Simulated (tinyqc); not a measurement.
Sputter depth profiling of a dopant layer: erosion rate, quantification and the mixing-roughness response: one step, computed by the program tinyqc.

A rastered ion beam erodes silicon (49.94 atoms per nm^3). The measured profile is the true one convolved with a depth response.

Question. Erosion and sensitivity. Scaling chosen for the exercise: yield Y = Y1 E^0.5, mixing length w = w1 E^0.5 (E in keV). Erosion rate = Y I/(e x raster^2 x density); depth step = rate x counting time; concentration = RSF x counts/matrix counts; detection limit = RSF x 3 sqrt(background x time)/(matrix rate x time).

Inputs (values chosen for the exercise, modelled on a dopant in silicon under an oxygen or caesium beam):

| quantity | value | unit |
|---|---|---|
| beam energy E | 1.7 | keV |
| beam current | 34 | nA |
| raster side | 250 | um |
| sputter yield at 1 keV | 0.6 | - |
| mixing length at 1 keV | 1.9 | nm |
| relative sensitivity factor RSF | 1.6e+21 | 1/cm^3 |
| matrix count rate | 2.6e+06 | 1/s |
| background count rate | 0.84 | 1/s |
| counting time per point | 1 | s |

True profile: box.

Constants: e = 1.602176634e-19 C.

Give: yield Y; mixing length w; erosion rate; depth step; detection limit.

Answer.

yield Y = 0.78230

mixing length w = 2.4773 nm

erosion rate = 0.053188 nm/s

depth step = 0.053188 nm

detection limit = 1.6920e+15 1/cm^3

Caution: with so few background counts Poisson statistics, not 3 sqrt(N), set the true limit.
